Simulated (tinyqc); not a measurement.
Input admittance of a MOSFET at zero drain bias: distributed channel and distributed gate: one step of the calculation.

Source and drain grounded, strong inversion, w = 2 pi f, Cox = eps0 eox/tox. The channel is an RC line of resistance 1/(mu Cox Vo) per square fed from both ends, so one finger has the intrinsic admittance y = i w Cox L tanh(g)/g per width, g = (1/2) sqrt(i w tau), tau = L^2/(mu Vo). The vertical resistance rv/L is in series with y, the overlaps 2 i w Cov in parallel: y_t = 1/(1/y + rv/L) + 2 i w Cov. The gate strip is a line of Rsh/L per length loaded by y_t, so a finger has Y = y_t Wf tanh(k)/k, k = (Wf/sd) sqrt(y_t Rsh/L); the device has Nf Y.

Problem. Input impedance of the device. k and Y as defined; Z = 1/(Nf Y) = R + 1/(i w C); Q = |Im Z|/R; signal at the point farthest from a contact |1/cosh k|.

Values chosen for this exercise; values of the order met in silicon radio-frequency transistors: channel length L = 0.11 um; finger width Wf = 0.79 um; number of fingers Nf = 1; sheet resistance of the gate Rsh = 26 ohm/square; number of ends at which a finger is contacted sd = 1; frequency f = 59 GHz.

y_t = 24.4097+1112.1450i uS/um

Wanted: k; Nf Y; R; C; Q; signal at the far point.

Solution.

k = 0.28957+0.28328i
Nf Y = 0.06689+0.87337i mS
R = 87.186 ohm
C = 2.3698 fF
Q = 13.056
signal at the far point = 0.99598

tinyqc, about 0.01 s, one thread, Intel Xeon 2.30GHz (shared host): `OMP_NUM_THREADS=1 python tinyqc.py 2262220 2262221 out.jsonl`
